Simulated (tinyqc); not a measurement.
Conduction-band offset of an n-N heterojunction from carrier-profile moments: one step of the calculation.

Layer 1 (x < 0) accumulates electrons and layer 2 (x > 0) is depleted. Boltzmann statistics. The bands bend down by V1 in layer 1 and up by V2 in layer 2, with V1 + V2 = VD = dE + Vt ln[(N2/Nc2)/(N1/Nc1)].

Task. Offset from the moments. A C-V profile smears n(x) but keeps its zeroth and first moments: si = -int (N - n) dx, VD = (q/(eps0 eps_r)) int (N - n) x dx, dE = VD - Vt ln[(N2/Nc2)/(N1/Nc1)]. Use the trapezoidal rule on each side.

Inputs (values chosen for the exercise); values of the order of III-V alloys:

| symbol | value | unit | meaning |
|---|---|---|---|
| T | 200 | K | temperature |
| eps_r | 13.2 |  | relative permittivity of both layers |
| Nc1 | 4.6e17 | cm^-3 | density of states of the narrow-gap layer 1 |
| Nc2 | 9.6e17 | cm^-3 | density of states of the wide-gap layer 2 |
| dE | 0.22 | eV | conduction-band offset |
| N1 | 5.1e15 | cm^-3 | donor density in layer 1 |
| N2 | 2.3e16 | cm^-3 | donor density in layer 2 |
| si | 0 | cm^-2 | fixed charge at the interface |

Constants: q = 1.602176634e-19 C, kB = 1.380649e-23 J/K, Vt = kB T/q, eps0 = 8.8541878128e-14 F/cm where lengths are in cm. Results are converted to the units shown.

-x, left point 0 to 9 (nm): [0, 1.15, 6.96, 20, 42.2, 75.4, 121, 181, 256, 348]
x, right point 0 to 9 (nm): [0, 15, 37, 62.7, 91.1, 122, 154, 189, 224, 261]
n in layer 1, left point 0 to 9 (cm^-3): [2.25587e17, 1.85643e17, 8.78572e16, 3.31434e16, 1.44965e16, 8.30827e15, 6.13769e15, 5.38361e15, 5.16087e15, 5.10948e15]
n in layer 2, right point 0 to 9 (cm^-3): [1.34608e12, 1.60343e13, 2.88619e14, 2.82017e15, 1.05977e16, 1.83401e16, 2.16772e16, 2.26948e16, 2.29312e16, 2.29858e16]

Give: si; VD; dE.

Result.

si = 2.381e10 cm^-2
VD = 0.2325 V
dE = 0.2192 eV

On these few points dE comes out -0.80 meV from the true 0.22 eV, and si misses by 2.4e10 cm^-2, 11 % of Q1.

Program tinyqc, `OMP_NUM_THREADS=1 python tinyqc.py 2410126 2410127 out.jsonl`; Intel Xeon 2.30GHz, shared host, one thread, about 0.1 s.
